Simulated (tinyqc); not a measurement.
Lorentz oscillators and the Kramers-Kronig relations: sweeps and comparisons. A value that a table varies takes the place of the one given here.

eps(E) = 1 + sum_j S_j/(E0_j^2 - E^2 - i G_j E).

Kramers-Kronig: eps1(E) = 1 + (2/pi) P integral_0^infinity E1 eps2(E1)/(E1^2 - E^2) dE1. Maclaurin rule on the grid E_j = j h, j = 1 .. M: eps1(E_i) = 1 + (4 h/pi) sum over j with j - i odd of E_j eps2(E_j)/(E_j^2 - E_i^2); nothing is added above E_M.

n + i k = sqrt(eps1 + i eps2) with k >= 0; R = ((n - 1)^2 + k^2)/((n + 1)^2 + k^2) at normal incidence from vacuum; alpha = 2 E k/(hbar c), times 1e8 for 1/cm; loss function Im(-1/eps) = eps2/(eps1^2 + eps2^2).

Constants: hbar c = 1973.269805 eV angstrom.

Values chosen for the exercise (line positions loosely like those of GaAs; Lorentz tails absorb below the gap, where the real solid is clear; the results hold for these values, not for the real material): E0 = (2.98, 4.47, 6.52) eV (resonances); G = (0.37, 0.88, 1.4) eV (widths); S = (28.5, 94.2, 51.4) eV^2 (strengths); h = 0.25 eV (grid step); M = 30 (grid points E_j = j h); E_t = 1.5 eV (energy below the first line); E = 2.52 eV (photon energy).

## Numerical transform against the formula

Every third grid point is listed; the error is the transform minus the formula.

Dielectric function:
```
E (eV)    eps2  eps1 formula  eps1 transform   error
0.50     0.197        10.289           9.483  -0.806
1.25     0.603        11.228          11.829   0.601
2.00     1.603        13.860          12.663  -1.197
2.75    12.045        23.310          25.090   1.780
3.50     7.290         5.801           6.902   1.100
4.25    20.940        10.198           9.283  -0.915
5.00    10.515        -8.827          -8.738   0.089
5.75     5.211        -3.281          -3.887  -0.605
6.50     6.724        -3.656          -4.017  -0.361
7.25     3.142        -4.966          -5.737  -0.770
```

What can be read from the table?

The largest error listed is +1.780 at 2.75 eV. The rule samples every 2h = 0.5 eV and the narrowest line is 0.37 eV wide, so it is not resolved. The grid ends at 7.5 eV, where eps2 is still 2.297; the error at the last point listed, nearest the missing tail, is -0.770.

## How far the spectrum must be known

The integrals are done by adaptive quadrature and cut at E_cut. f-sum share: (2/pi) integral of E eps2 over sum S. Static share: (2/pi) integral of eps2/E over eps(0) - 1.

Cut integrals:
```
E_cut (eV)  eps1(E_t)  f-sum share  static share
5.2            10.252        0.575         0.837
7.2            11.517        0.832         0.967
9.8            11.766        0.920         0.994
13.0           11.805        0.947         0.998
19.6           11.820        0.967         0.999
32.6           11.824        0.981         1.000
```

eps1(E_t) from the formula = 11.825

What does this show, and why?

Cut at 7.2 eV, just above the last line, eps1(E_t) lacks 0.308; cut at 32.6 eV it lacks 0.001. At 9.8 eV the static sum has reached 0.994 and the f-sum only 0.920: the f-sum weights eps2 by E and the static sum by 1/E, so the f-sum needs the far tail.

## Optical constants across the spectrum

Spectrum:
```
E (eV)    eps1    eps2      n      k      R    loss
0.98    10.769   0.429  3.282  0.065  0.284   0.004
2.31    16.282   2.828  4.050  0.349  0.368   0.010
3.65     8.312   7.621  3.130  1.218  0.325   0.060
4.98    -8.953  10.923  1.608  3.397  0.649   0.055
6.31    -2.696   6.625  1.493  2.219  0.464   0.129
7.65    -4.162   1.930  0.461  2.092  0.716   0.092
8.98    -2.139   0.618  0.209  1.477  0.770   0.125
10.31   -1.138   0.298  0.139  1.076  0.774   0.216
11.65   -0.567   0.173  0.113  0.762  0.751   0.492
12.98   -0.209   0.112  0.118  0.472  0.679   1.991
14.31    0.035   0.077  0.245  0.157  0.378  10.738
15.65    0.211   0.056  0.463  0.060  0.136   1.168
```

How do the results move?

Among the energies listed the largest values are at (eV): eps2 4.98; n 2.31; k 4.98; R 10.31; loss 14.31. eps1 crosses zero at 3.09, 3.22, 4.48 and 14.09 eV; the last crossing is upward and marks the plasmon, against sqrt(sum S) = 13.19 eV for free electrons.

## What each oscillator parameter does

At the energy E. Each row changes one parameter from the base and keeps the others.

Results:
```
case                           eps1   eps2      n      k      R
base                         19.059  4.888  4.401  0.555  0.403
E0 = (3.129, 4.47, 6.52) eV  16.858  3.324  4.126  0.403  0.376
G = (0.555, 0.88, 1.4) eV    17.769  6.002  4.273  0.702  0.396
S = (34.2, 94.2, 51.4) eV^2  21.042  5.619  4.627  0.607  0.422
E = 2.646 eV                 21.392  7.626  4.696  0.812  0.433
```

How do the results move?

The largest shifts from the base row, up to three for each result and ties (the steps differ in size, so this ranks the rows, not the parameters). eps1: E +2.333, E0 -2.200, S +1.984. eps2: E +2.738, E0 -1.563, G +1.115. n: E +0.295, E0 -0.275, S +0.226. k: E +0.257, E0 -0.152, G +0.147. R: E +0.030, E0 -0.027, S +0.019.

Run: tinyqc, `OMP_NUM_THREADS=1 python tinyqc.py 1681211 1681212 out.jsonl`; Intel(R) Xeon(R) Processor @ 2.30GHz, one thread, shared host; about 0.2 s of CPU time with all checks.
